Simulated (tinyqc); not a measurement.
From results to parameters: Luttinger model of the valence bands. Computed by the program tinyqc.

Problem. In the four-band Luttinger model 1/m = g1 -/+ 2 g2 along [100] and g1 -/+ 2 g3 along [111]. Find g1, g2, g3 and the light hole mass along [111].

heavy and light hole masses along [100] (electron masses): 0.197628  0.050251
heavy hole mass along [111] = 0.162866 electron masses

Solution. The mean of the two inverse masses along [100] is g1 and a quarter of their difference is g2; g3 = (g1 - 1/m_hh[111])/2.

g1, g2, g3: 12.480  3.710  3.170
light hole mass along [111] = 0.0531 electron masses
